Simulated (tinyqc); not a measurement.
What each parameter does: exciton in an atomically thin sheet (Rytova-Keldysh potential).

Relative motion in the plane with V(k) = -2 pi q/(k (kap + r0 k)), q = e^2/(4 pi eps0), c = hbar^2/2m0. Normalised Gaussians exp(-a_i r^2): with A = a_i + a_j, S_ij = 2 sqrt(a_i a_j)/A, T_ij = (4c/mu)(a_i a_j/A) S_ij, V_ij = -q S_ij times the integral over k from 0 to infinity of exp(-k^2/4A)/(kap + r0 k).

Converged values use 20 Gaussians with exponents 2^i/b^2, i = -11 to 8, b the larger of a0 kap/(2 mu) and sqrt(a0 r0/mu), a0 = 0.5291772 angstrom; p states use r exp(i theta) exp(-a r^2).

Constants: hbar^2/2m0 = 3.80998211 eV angstrom^2; e^2/(4 pi eps0) = 14.39964547 eV angstrom.

Inputs chosen for the exercise (near those of a WS2 monolayer; not measured data):
- me = 0.298 m0 (electron mass)
- mh = 0.407 m0 (hole mass)
- kap = 1 (mean dielectric constant of the surroundings)
- r0 = 38.9 angstrom (screening length of the sheet)
- Eg = 2.604 eV (gap, in these surroundings)

1/mu = 1/me + 1/mh; converged values. Eg is held fixed when kap or r0 changes: the shrinking of the gap by stronger screening, which offsets most of the shift of the 1s line, is left out.

Results for these values:

| case | 1s binding (meV) | 2s - 1s (meV) | 2s - 2p (meV) | 1s line (eV) |
|---|---|---|---|---|
| base | 524.7 | 297.7 | 54.6 | 2.079 |

What happens to each result for Eg = 2.73 eV, all else kept?

Answer: 1s binding does not change at the printed digits; 2s - 1s does not change at the printed digits; 2s - 2p does not change at the printed digits; 1s line rises from 2.079 to 2.205.

The same for each parameter in turn:

| case | 1s binding (meV) | 2s - 1s (meV) | 2s - 2p (meV) | 1s line (eV) |
|---|---|---|---|---|
| base | 524.7 | 297.7 | 54.6 | 2.079 |
| me = 0.358 m0 | 540.0 | 302.3 | 56.1 | 2.064 |
| mh = 0.326 m0 | 509.8 | 293.2 | 53.0 | 2.094 |
| kap = 1.6 | 390.6 | 250.2 | 39.2 | 2.213 |
| r0 = 46.7 angstrom | 460.1 | 254.7 | 47.8 | 2.144 |
| Eg = 2.73 eV | 524.7 | 297.7 | 54.6 | 2.205 |

tinyqc: `OMP_NUM_THREADS=1 python tinyqc.py 1251653 1251654 out.jsonl`; about 0.03 s, one thread, shared Intel(R) Xeon(R) Processor @ 2.30GHz.
